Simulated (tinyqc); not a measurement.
## Overdrive from the zero-temperature-coefficient point

Problem. P(T) = V I0 (T/300 K)^(-al) [1 + kv (T - 300 K)/Vov]^2. The power does not change with T where al/T = 2 kv/(Vov + kv (T - 300 K)). Find Vov.

Inputs (values chosen for the exercise):
```
symbol,value,unit,meaning
al,1.5,,exponent of the mobility
kv,3.7,mV/K,fall of the threshold with temperature
```

temperature of zero gain = 559.45946 K

Solution. The condition is linear in Vov.

Vov = 1.80 V

Numbers from tinyqc (`OMP_NUM_THREADS=1 python tinyqc.py 2520112 2520113 out.jsonl`; about 0.01 s on one thread of a shared Intel Xeon 2.30GHz).
